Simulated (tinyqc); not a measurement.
Two-valley model of the transferred-electron effect. Changing the lattice temperature T. Computed by tinyqc, a small Python program. Command: `OMP_NUM_THREADS=1 python tinyqc.py 3030744 3030745 out.jsonl gunn sweep`. One thread of a shared host (Intel(R) Xeon(R) Processor @ 2.30GHz), about 0.01 s of CPU time with the checks.

Both kinds of valley share one electron temperature T_e, and each has a constant mobility.

Inputs (values chosen for the exercise, modelled on GaAs):
```
quantity                       value        unit
central-valley mass m1         0.069         m_0
satellite-valley mass m2        0.22         m_0
satellite valleys Z                4           -
valley separation dE            0.33          eV
central-valley mobility mu1     7700  cm^2/(V s)
satellite-valley mobility mu2    180  cm^2/(V s)
energy relaxation time tau_E    0.84          ps
```

Solver: bisection.

Constants: k_B = 8.617333262e-05 eV/K.

Method. Density-of-states ratio R = Z (m2/m1)^(3/2); n2/n1 = R exp(-dE/(k_B T_e)); mean mobility mu = (mu1 + mu2 n2/n1)/(1 + n2/n1); energy balance e mu F^2 = (3/2) k_B (T_e - T)/tau_E; v = mu F. Using T_e as the parameter, F(T_e) = sqrt(3 k_B (T_e - T)/(2 e mu tau_E)) and v = mu F; find the first maximum and the next minimum of v, and the most negative dv/dF between them.

One run for each value; columns: (1) lattice temperature T (K); (2) peak velocity (1e7 cm/s); (3) threshold field (kV/cm); (4) peak-to-valley ratio; (5) most negative differential mobility (cm^2/(V s)):
```
(1)     (2)     (3)     (4)      (5)
77   2.7272  4.8413  1.1751  -653.91
110  2.6748  4.8526  1.1598  -600.37
140  2.6273  4.8709  1.1460  -552.07
200  2.5331  4.9354  1.1185  -456.99
270  2.4253  5.0733  1.0874  -349.77
370  2.2784  5.4564  1.0463  -206.82
510  2.0992  6.9660  1.0041   -35.01
```

Over the rows, peak velocity (1e7 cm/s) falls from 2.73 to 2.10 (exponent d ln y / d ln x -0.054 between the first rows and -0.26 between the last); threshold field (kV/cm) rises from 4.84 to 6.97 (exponent d ln y / d ln x 0.0065 between the first rows and 0.76 between the last); peak-to-valley ratio falls from 1.18 to 1.00 (exponent d ln y / d ln x -0.037 between the first rows and -0.13 between the last). The mobilities are held fixed, so T acts only through T_e - T in the energy balance: a hotter lattice reaches the transfer temperature with less power, and v^2 = (3/2) mu k_B (T_e - T)/(e tau_E) is lower there. Left out: 700 (no negative differential mobility).

Extremes, crossings and ranges named in words are read from the listed rows.
